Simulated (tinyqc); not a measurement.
Worked calculation: charge neutrality of a doped semiconductor with incomplete ionisation. Computed by tinyqc, a small Python program that keeps every step. Command: `OMP_NUM_THREADS=1 python tinyqc.py 3014302 3014303 out.jsonl dopant walk`. One thread of a shared host (Intel(R) Xeon(R) Processor @ 2.30GHz), about 0.05 s of CPU time with the checks. Intermediate numbers are printed to about 5 digits and carried at full precision; extremes and crossings named in words are read from the listed rows.

Energies are counted from the top of the valence band; E_D is measured down from the conduction band and E_A up from the valence band.

Inputs (values chosen for the exercise, modelled on CdTe): gap at 0 K E_g0 = 1.6 eV; Varshni alpha = 0.000299 eV/K; Varshni beta = 107 K; electron mass m_e = 0.0963 m_0; valleys M_c = 1; hole mass m_h = 0.632 m_0; donor density N_D = 7.6e+16 cm^-3; acceptor density N_A = 8.8e+15 cm^-3; donor depth E_D = 0.0143 eV; acceptor depth E_A = 0.0601 eV; donor degeneracy g_D = 2; acceptor degeneracy g_A = 4; static dielectric constant eps_s = 10.2; temperature T = 300 K; iteration cap = 60.

Doping: n-type, compensated. Statistics of the bands: Fermi-Dirac. Solver: bisection. Start of Newton steps: intrinsic level E_i.

ratios u of density to N: [0.0095, 0.036, 0.14, 0.52, 2, 7.5, 29]

Constants: m_0 = 9.1093837015e-31 kg; k_B = 1.380649e-23 J/K; h = 6.62607015e-34 J s; k_B = 8.617333262e-05 eV/K.

## Gap and effective densities of states

E_g = E_g0 - alpha T^2/(T + beta). N_c = 2 M_c (2 pi m_e k_B T/h^2)^(3/2) and N_v = 2 (2 pi m_h k_B T/h^2)^(3/2), masses in units of m_0. n_i = sqrt(N_c N_v) exp(-E_g/(2 k_B T)); E_i = E_g/2 + (k_B T/2) ln(N_v/N_c).

gap E_g = 1.5339 eV

N_c = 7.4991e+17 cm^-3

N_v = 1.2608e+19 cm^-3

k_B T = 0.025852 eV

intrinsic density n_i = 4.0159e+05 cm^-3

intrinsic level E_i = 0.80342 eV

## Charges at trial Fermi levels

n = N_c F_1/2((E_F - E_g)/k_B T), p = N_v F_1/2(-E_F/k_B T). F_1/2(eta) = (2/sqrt(pi)) int_0^infinity sqrt(x)/(1 + exp(x - eta)) dx, by the trapezoid rule in t = sqrt(x) with step 0.02 up to t = 12 (for eta < -12 by exp(eta) - exp(2 eta)/2^(3/2)). N_D+ = N_D/(1 + g_D exp((E_F - E_g + E_D)/k_B T)). N_A- = N_A/(1 + g_A exp((E_A - E_F)/k_B T)). Neutrality: p + N_D+ = n + N_A-; the log ratio is ln[(p + N_D+)/(n + N_A-)]. The last column is ln[(p + N_D+)/(n + N_A-)], which vanishes at neutrality; trial levels are the majority level plus multiples of k_B T, rounded to 0.1 meV.

Densities (cm^-3):
```
E_F (eV)           n           p        N_D+      N_A-  log ratio
1.3645    1.0698e+15  1.5068e-04  7.5625e+16  8.80e+15     2.0363
1.4420    2.1238e+16  7.5182e-06  6.9124e+16  8.80e+15     0.8334
1.4937    1.4784e+17  1.0176e-06  4.3806e+16  8.80e+15    -1.2742
1.5454    8.0538e+17  1.3774e-07  1.1821e+16  8.80e+15    -4.2323
1.5971    2.6371e+18  1.8644e-08  1.8486e+15  8.80e+15    -7.2663
```

The log ratio changes sign between 1.4420 and 1.4937 eV.

## Solving for the Fermi level

Bisection of the log ratio between E = -0.3 and E_g + 0.3 eV; stop when |log ratio| < 1e-9.

Course of the iteration:
```
step  E_F (eV)    log ratio
1       0.7669   2.1560e+00
2       1.3004   2.1454e+00
3       1.5671  -5.5406e+00
4       1.4338   1.0706e+00
5       1.5005  -1.6238e+00
6       1.4671  -6.2006e-02
7       1.4505   5.6034e-01
8       1.4588   2.6277e-01
9       1.4630   1.0374e-01
...        ...          ...
28      1.4656  -1.4764e-07
29      1.4656   1.1266e-08
30      1.4656  -6.8187e-08
31      1.4656  -2.8460e-08
32      1.4656  -8.5970e-09
33      1.4656   1.3346e-09
34      1.4656  -3.6312e-09
35      1.4656  -1.1483e-09
36      1.4656   9.3167e-11
```

Fermi level E_F (last iterate) = 1.4656 eV

converged (1 yes, 0 no) = 1

steps = 36

Converged in 36 steps.

## Densities at the solution

The formulas are those given above.

majority density n = 5.2114e+16 cm^-3

minority density p = 3.0197e-06 cm^-3

ionised share of the donors = 0.80150

distance of E_F from the majority band edge = 0.068301 eV

n is 77.6 % of the net doping; n p / n_i^2 = 0.9758, below one because the majority band is degenerate. Caution: N^(1/3) a is above 0.2 for the radius a = e^2/(8 pi eps_0 eps_s E) of the dopant: near the Mott value, 0.26, the level broadens, and above it the level has merged with the band and all dopants are ionised, so such results of a fixed depth are only formal.

## The closed form for the extrinsic range

With Boltzmann statistics, no holes and every acceptor ionised, n (n + N_A) = n1 (N_D - N_A - n) with n1 = (N_c/g_D) exp(-E_D/k_B T). Take the positive root.

n1 = 2.1565e+17 cm^-3

n from the quadratic = 5.2354e+16 cm^-3

Against the full solution, 5.2114e16 cm^-3, the quadratic is off by 0.46 %.

## Carrier density against temperature

Neutrality is solved by bisection at each T. The last column is -k_B d ln(n T^-3/2)/d(1/T) from this row and the one above; it turns negative as ionisation nears completion, when the density grows more slowly than that power of T.

Against temperature:
```
T (K)   n (cm^-3)  E_F from the band edge (eV)  ionised share  activation energy (eV)
5.9    4.8129e+03                      0.01362        0.11579                       -
7.5    2.7836e+06                      0.01343        0.11579                0.014300
10.0   1.0822e+09                      0.01315        0.11579                0.014300
15.0   5.0199e+11                      0.01257        0.11580                0.014300
24.0   6.3755e+13                      0.01155        0.11663                0.014268
37.0   1.1940e+15                      0.01049        0.13150                0.013425
55.0   5.8332e+15                      0.01079        0.19254                0.009661
83.0   1.5222e+16                      0.01374        0.31607                0.004803
300.0  5.2114e+16                      0.06830        0.80150               -0.006889
600.0  6.1731e+16                      0.18234        0.92804               -0.045002
```

Between the two coldest rows the activation energy is 0.0143 eV, 1.00 of the dopant depth: with compensation E_F is pinned at the level and the full depth shows. The density is within 10 % of the net doping in one row, 600 K.

## Reduced Fermi level from a carrier density

For u = density/N of the majority band, eta solves F_1/2(eta) = u (bisection). Boltzmann: ln u. Joyce-Dixon: ln u + u/sqrt(8) - 4.95009e-3 u^2 + 1.48386e-4 u^3 - 4.42563e-6 u^4. Degenerate limit: (3 sqrt(pi) u/4)^(2/3). The last column is (eta - ln u) k_B T.

Eta by four rules:
```
u       density (cm^-3)   exact  Boltzmann  Joyce-Dixon  degenerate  Boltzmann error (meV)
0.0095       7.1242e+15  -4.653    -4.6565      -4.6531       0.054             8.6819e-02
0.036        2.6997e+16  -3.312    -3.3242      -3.3115       0.132             3.2888e-01
0.14         1.0499e+17  -1.917    -1.9661      -1.9167       0.326             1.2771e+00
0.52         3.8996e+17  -0.471    -0.6539      -0.4714       0.782             4.7188e+00
2            1.4998e+18   1.382     0.6931       1.3816       1.919             1.7797e+01
7.5          5.6244e+18   4.439     2.0149       4.4367       4.632             6.2666e+01
29           2.1748e+19  11.339     3.3673       9.9461      11.412             2.0608e+02
```

Boltzmann statistics place E_F within 1 meV of the exact value up to u = 0.0360 of those listed and miss by 206 meV at u = 29. Joyce-Dixon stays within 0.01 in eta up to u = 7.50; the degenerate limit is still 0.64 % high at the last u. Past u of about 10 the Joyce-Dixon series fails. A parabolic band is assumed throughout.

Checks made by the program: neutrality at the solution (relative difference 1e-09).
